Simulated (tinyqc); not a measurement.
Inside a calculation. Model: velocity overshoot from momentum and energy balance equations after a field step. Computed by tinyqc, a small Python program that keeps every step. Command: `OMP_NUM_THREADS=1 python tinyqc.py 3020326 3020327 out.jsonl overshoot walk`. One thread of a shared host (Intel(R) Xeon(R) Processor @ 2.30GHz), about 0.02 s of CPU time with the checks. Intermediate numbers are printed to about 6 digits and carried at full precision; extremes and crossings named in words are read from the listed rows.

At t = 0 the field jumps from 0 to F in a uniform sample. v is the drift velocity and u = w - (3/2) k_B T the excess energy per carrier.

Inputs (values chosen for the exercise, modelled on electrons in strained silicon except for tau_E):

| quantity | value | unit |
|---|---|---|
| effective mass m | 0.2 | m_0 |
| low-field mobility mu_0 | 2600 | cm^2/(V s) |
| saturation velocity v_s | 1 | 1e7 cm/s |
| energy relaxation time tau_E | 0.41 | ps |
| field after the step F | 10 | kV/cm |
| lattice temperature T | 300 | K |
| time step dt | 14 | fs |

Scheme: explicit Euler.

Constants: m_0 = 9.1093837015e-31 kg; e = 1.602176634e-19 C; k_B = 8.617333262e-05 eV/K.

## Constants and steady state

dv/dt = e F/m - v/tau_m(u), du/dt = e F v - u/tau_E, tau_m(u) = tau_0/(1 + c u), tau_0 = m mu_0/e, c = mu_0/(e tau_E v_s^2); this choice gives the steady state v (1 + mu_0 F v/v_s^2) = mu_0 F, which saturates at v_s. Steady velocity v = 2 mu_0 F/(1 + sqrt(1 + 4 (mu_0 F/v_s)^2)); u = e F v tau_E; carrier temperature T + 2u/(3 k_B), neglecting the drift energy m v^2/2.

tau_0 = 295.653 fs

c = 63.4146 1/eV

acceleration e F/m = 0.00879410 1e7 cm/s per fs

steady velocity = 0.826016 1e7 cm/s

steady excess energy = 0.0338666 eV

steady carrier temperature = 562.004 K

tau_E/tau_0 = 1.39, and in the steady state tau_m has shrunk to 93.9 fs.

## First four steps

dv/dt = e F/m - v/tau_m(u), du/dt = e F v - u/tau_E, tau_m(u) = tau_0/(1 + c u), tau_0 = m mu_0/e, c = mu_0/(e tau_E v_s^2); this choice gives the steady state v (1 + mu_0 F v/v_s^2) = mu_0 F, which saturates at v_s. Step: v_new = v + dt (e F/m - v/tau_m(u)), u_new = u + dt (e F v - u/tau_E). Start v = u = 0; the distance adds dt (v + v_new)/2.

Steps:

| step | t (fs) | v (1e7 cm/s) | u (eV) | tau_m (fs) |
|---|---|---|---|---|
| 1 | 14 | 0.123117 | 0 | 295.653 |
| 2 | 28 | 0.240405 | 1.72364e-04 | 292.456 |
| 3 | 42 | 0.352014 | 5.03046e-04 | 286.513 |
| 4 | 56 | 0.457931 | 9.78688e-04 | 278.376 |

After the first step u is still 0, below the drift energy m v^2/2, because the explicit scheme uses the old v: an error of the finite time step.

## The whole transient

Run to 8 times the larger of tau_E and tau_0, but at most 20001 steps, and stop early if |v| > 1000 v_s or u < -1/(2c); the run is accepted if the last v is within 0.5 % of the steady value.

Selected steps, the peak among them:

| step | t (fs) | v (1e7 cm/s) | u (eV) | distance (nm) |
|---|---|---|---|---|
| 1 | 14 | 0.12312 | 0.0000000 | 8.61822e-02 |
| 2 | 28 | 0.24040 | 0.0001724 | 3.40648e-01 |
| 3 | 42 | 0.35201 | 0.0005030 | 7.55341e-01 |
| 5 | 70 | 0.55802 | 0.0015864 | 2.03347e+00 |
| 8 | 112 | 0.82086 | 0.0040755 | 4.94723e+00 |
| 12 | 168 | 1.07420 | 0.0084828 | 1.03045e+01 |
| 18 | 252 | 1.23845 | 0.0158787 | 2.01843e+01 |
| 20 | 280 | 1.24433 | 0.0182289 | 2.36637e+01 |
| 28 | 392 | 1.13897 | 0.0258137 | 3.71339e+01 |
| 43 | 602 | 0.91435 | 0.0321453 | 5.83924e+01 |
| 66 | 924 | 0.83299 | 0.0337661 | 8.60576e+01 |
| 101 | 1414 | 0.82603 | 0.0338687 | 1.26608e+02 |
| 154 | 2156 | 0.82601 | 0.0338667 | 1.87898e+02 |
| 235 | 3290 | 0.82602 | 0.0338666 | 2.81568e+02 |

peak velocity = 1.24433 1e7 cm/s

time of the peak = 280 fs

distance at the peak = 23.6637 nm

last relative deviation from the steady velocity = 1.38571e-09

peak over steady velocity = 1.50642

The velocity overshoots to 1.51 times its steady value: momentum follows the field within tau_m while the energy, and with it the scattering rate, builds up over tau_E. A channel shorter than a few times 24 nm would see this.

## Error of the time step

The peak velocity is recomputed with dt/2 and dt/4 and by an adaptive Runge-Kutta method (tolerance 1e-9).

Peak velocity:

| step | v_peak (1e7 cm/s) | error (%) |
|---|---|---|
| dt | 1.24433 | 2.72668 |
| dt/2 | 1.22732 | 1.32273 |
| dt/4 | 1.21919 | 0.65158 |
| adaptive | 1.21130 | 0.00000 |

The explicit scheme puts the peak 2.73 % too high; halving dt divides the error by 2.06, as a first-order method should.

Checks made by the program: peak at dt/4 against the adaptive solution (relative difference 7e-03).
